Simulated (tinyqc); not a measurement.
Pressure: conduction-band anticrossing with a localised impurity level.

Host conduction band EM(k) = Eg - al x + c k^2/mM, c = hbar^2/2m0, coupled to a flat level EI by V = C sqrt(x): H = [[EM, V], [V, EI]], E+/- = (EM + EI)/2 +/- sqrt((EM - EI)^2/4 + V^2). The host weight of a state at E is f = 1/(1 + V^2/(E - EI)^2), and its mass at k = 0 is mM/f. The gap is E-(0), the valence top staying at 0.

Constants: hbar^2/2m0 = 3.80998211 eV angstrom^2.

Values chosen for the exercise (host near InP; the results hold for these values, not for the real material):
- Eg = 1.428 eV (gap at Gamma to the s-like level)
- mM = 0.0786 m0 (mass of the host band)
- EI = 1.76 eV (impurity level, from the valence top of the host)
- C = 3 eV (coupling)
- al = 0.03 eV (linear shift of the host edge)
- x = 0.0031 (impurity fraction)
- aM = 85 meV/GPa (pressure coefficient of the host edge)
- aI = 39 meV/GPa (pressure coefficient of the level)

Eg and EI move linearly with pressure; V is kept. The slope of E- is f aM + (1 - f) aI.

Results:
```
P (GPa)  EM (eV)  EI (eV)  E- (eV)  E+ (eV)  host weight of E-  slope of E- (meV/GPa)
0         1.4279   1.7600   1.3584   1.8295              0.853                   78.2
1         1.5129   1.7990   1.4360   1.8759              0.825                   77.0
2         1.5979   1.8380   1.5123   1.9237              0.792                   75.4
3         1.6829   1.8770   1.5868   1.9731              0.751                   73.6
4         1.7679   1.9160   1.6592   2.0247              0.703                   71.3
5         1.8529   1.9550   1.7293   2.0786              0.646                   68.7
6         1.9379   1.9940   1.7966   2.1353              0.583                   65.8
7         2.0229   2.0330   1.8608   2.1951              0.515                   62.7
8         2.1079   2.0720   1.9220   2.2579              0.447                   59.5
```

What does the comparison show, and why?

The unmixed levels cross at 7.22 GPa, where E+ - E- has its minimum 2V = 0.334 eV and the weights are 1/2. The slope of E- falls from 78 to 60 meV/GPa, between the limits aM = 85 and aI = 39, as the state turns impurity-like. The X valleys, which pass below the Gamma edge of the host at high pressure, are left out.

Computed by tinyqc, a small Python program: `OMP_NUM_THREADS=1 python tinyqc.py 1050291 1050292 out.jsonl` (the numbers bound the seed that draws the inputs); one thread of a shared host (Intel(R) Xeon(R) Processor @ 2.30GHz), about 0.01 s for the whole set of steps.
